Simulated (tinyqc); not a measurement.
Towards the loss of the bound state: donor level screened by free carriers (Yukawa potential).

Potential -(q/(eps r)) exp(-ks r), q = e^2/(4 pi eps0). In units Ry* = Ry m/eps^2 and a* = a0 eps/m the problem is [-Laplacian - 2 exp(-x r)/r] psi = E psi with x = ks a*.

Converged values use 18 functions exp(-z r), z = 1.55^i, i = -11 to 6: S = 2/A^3, H = z_i z_j S - 2/(A + x)^2, A = z_i + z_j.

Parameters, chosen for this exercise (out of a larger set: near those of a donor in GaAs, with one mean mass; not measured data): xs = (0.06, 0.11, 0.3, 0.47, 0.68, 0.87, 1.06) (values of x).

First order (-1 + 2x), one-parameter (minimum of z^2 - 8 z^3/(2z + x)^2) and converged 1s energies in Ry*, and the mean radius in a*; a dash marks an unbound result.

Results:
```
x     first order  trial function  converged   <r>
0.06      -0.8800         -0.8852    -0.8852  1.50
0.30      -0.4000         -0.5146    -0.5153  1.61
0.47      -0.0600         -0.3219    -0.3246  1.77
0.68            -         -0.1482    -0.1562  2.14
0.87            -         -0.0441    -0.0595  2.93
1.06            -               -    -0.0096  6.00
```

Give the missing row, x = 0.11.

Computed row:
```
x     first order  trial function  converged   <r>
0.11      -0.7800         -0.7970    -0.7970  1.52
```

First order loses the state at x = 0.5, the trial function reaches zero energy at x = 1.00, and the exact limit is 1.19. The radius starts at 1.5 a*, grows slowly at first (1.61 at x = 0.30), then steadily, and swells towards the end (6.0 at 1.06), where a single exponential fails: the binding vanishes as the square of the distance from 1.19.

Computed by tinyqc, a small Python program: `OMP_NUM_THREADS=1 python tinyqc.py 1281330 1281331 out.jsonl` (the numbers bound the seed that draws the inputs); one thread of a shared host (Intel(R) Xeon(R) Processor @ 2.30GHz), about 0.01 s for the whole set of steps.
